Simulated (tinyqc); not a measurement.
On-chip interconnect, size-dependent resistivity and RC delay: two steps of the calculation.

A rectangular line between two neighbours and two ground planes. Surface and grain-boundary scattering are added to the bulk resistivity as corrections; capacitances are parallel-plate values without fringing; inductance is ignored.

Parameters, values chosen for the exercise; metal values close to those of copper: line length Lw = 13 um; driver resistance Rd = 9100 ohm; load capacitance Cl = 0.24 fF; time step dt = 1.3 ps.

Question 1. Ladder and Elmore delays. 7 equal pi sections: series Rs = r Lw/7; node capacitances c Lw/7, halved at nodes 0 and 7, with Cl added to node 7; Rd feeds node 0. Elmore delay of node k: the sum, over the resistors on the path to k, of resistance times all capacitance downstream of it.

r = 1.4414984 ohm/um
c = 0.085727178 fF/um

Find: Rs; C; Elmore delay.

Answer 1.

Rs = 2.677 ohm

```
node	C (fF)	Elmore delay (ps)
0	0.07960	12.33
1	0.1592	12.33
2	0.1592	12.33
3	0.1592	12.33
4	0.1592	12.34
5	0.1592	12.34
6	0.1592	12.34
7	0.3196	12.34
```

The far-end value equals Rd (c Lw + Cl) + r Lw (c Lw/2 + Cl) for any number of pi sections; the line resistance contributes 0.121 % of it.

Question 2. Node voltages after a time step. A 1 V step is applied behind Rd at t = 0. C dv/dt = -G v + b, with G the conductance matrix of the ladder (1/Rs between neighbours, 1/Rd added at node 0) and b = (1 V/Rd, 0, ...). Trapezoidal step: (C/dt + G/2) v(new) = (C/dt - G/2) v + b.

Rs = 2.6770685 ohm

```
node	C (fF)	v at t = 1 dt (V)
0	0.079603809	0.10167554
1	0.15920762	0.10115041
2	0.15920762	0.10069162
3	0.15920762	0.10029885
4	0.15920762	0.09997184
5	0.15920762	0.09971039
6	0.15920762	0.09951432
7	0.31960381	0.09938350
```

Wanted: v at t = 2 dt.

Answer 2.

v at t = 2 dt, node 0 to 7 (V): 0.19005  0.19010  0.19015  0.19018  0.19021  0.19023  0.19025  0.19026

tinyqc, about 0.01 s, one thread, Intel Xeon 2.30GHz (shared host): `OMP_NUM_THREADS=1 python tinyqc.py 2100128 2100129 out.jsonl`
